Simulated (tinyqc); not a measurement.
UHF in the sto-6g basis, for H4+, spin multiplicity 2, step by step. This run ends on a higher stationary point, not on the lowest solution. One step of it, computed by the program tinyqc.

Task: Iteration 2: building the Fock matrix. J_ij = sum D_kl (ij|kl) with D = D(alpha) + D(beta), K_ij = sum D_kl (ik|jl) for each spin; F = H + J - K(s); E = tr D H + tr D J / 2 - 0.5 sum_s tr D(s) K(s) + E_nn.

D(alpha) after iteration 1, lower triangle:
```
           1H 1s      2H 1s     3H 1s     4H 1s
1H 1s   0.405382
2H 1s   0.405382   0.405382
3H 1s  -0.065239  -0.065239  0.405382
4H 1s  -0.065239  -0.065239  0.405382  0.405382
```

D(beta) after iteration 1, lower triangle:
```
          1H 1s     2H 1s     3H 1s     4H 1s
1H 1s  0.170072
2H 1s  0.170072  0.170072
3H 1s  0.170072  0.170072  0.170072
4H 1s  0.170072  0.170072  0.170072  0.170072
```

core Hamiltonian H = T + V (hartree), lower triangle:
```
           1H 1s      2H 1s      3H 1s      4H 1s
1H 1s  -1.327813
2H 1s  -0.474480  -1.327813
3H 1s  -0.254356  -0.118937  -1.327813
4H 1s  -0.118937  -0.254356  -0.474480  -1.327813
```

Two-electron integrals (ij|kl) in chemists' order, unique and non-zero (hartree):
```
(11|11) 0.774999   (21|11) 0.143621   (21|21) 0.040414   (22|11) 0.351055
(22|21) 0.143621   (22|22) 0.774999   (31|11) 0.067899   (31|21) 0.014762
(31|22) 0.041815   (31|31) 0.010453   (32|11) 0.023309   (32|21) 0.006905
(32|22) 0.025954   (32|31) 0.003795   (32|32) 0.001797   (33|11) 0.277975
(33|21) 0.068387   (33|22) 0.220258   (33|31) 0.067899   (33|32) 0.025954
(33|33) 0.774999   (41|11) 0.025954   (41|21) 0.006905   (41|22) 0.023309
(41|31) 0.003795   (41|32) 0.001754   (41|33) 0.023309   (41|41) 0.001797
(42|11) 0.041815   (42|21) 0.014762   (42|22) 0.067899   (42|31) 0.006437
(42|32) 0.003795   (42|33) 0.041815   (42|41) 0.003795   (42|42) 0.010453
(43|11) 0.068387   (43|21) 0.019037   (43|22) 0.068387   (43|31) 0.014762
(43|32) 0.006905   (43|33) 0.143621   (43|41) 0.006905   (43|42) 0.014762
(43|43) 0.040414   (44|11) 0.220258   (44|21) 0.068387   (44|22) 0.277975
(44|31) 0.041815   (44|32) 0.023309   (44|33) 0.351055   (44|41) 0.025954
(44|42) 0.067899   (44|43) 0.143621   (44|44) 0.774999
```

nuclear repulsion = 1.71719321 hartree

Give: Coulomb J; exchange K(alpha); exchange K(beta); F(alpha); F(beta); total energy of this density.

Result:

Coulomb J (hartree), lower triangle:
```
       1H 1s  2H 1s  3H 1s  4H 1s
1H 1s  1.212
2H 1s  0.322  1.212
3H 1s  0.165  0.075  1.212
4H 1s  0.075  0.165  0.322  1.212
```

exchange K(alpha) (hartree), lower triangle:
```
       1H 1s  2H 1s  3H 1s  4H 1s
1H 1s  0.440
2H 1s  0.270  0.440
3H 1s  0.062  0.047  0.440
4H 1s  0.047  0.062  0.270  0.440
```

exchange K(beta) (hartree), lower triangle:
```
       1H 1s  2H 1s  3H 1s  4H 1s
1H 1s  0.230
2H 1s  0.148  0.230
3H 1s  0.116  0.097  0.230
4H 1s  0.097  0.116  0.148  0.230
```

F(alpha) (hartree), lower triangle:
```
        1H 1s   2H 1s   3H 1s   4H 1s
1H 1s  -0.556
2H 1s  -0.423  -0.556
3H 1s  -0.151  -0.091  -0.556
4H 1s  -0.091  -0.151  -0.423  -0.556
```

F(beta) (hartree), lower triangle:
```
        1H 1s   2H 1s   3H 1s   4H 1s
1H 1s  -0.346
2H 1s  -0.301  -0.346
3H 1s  -0.205  -0.141  -0.346
4H 1s  -0.141  -0.205  -0.301  -0.346
```

total energy of this density = -1.53495 hartree
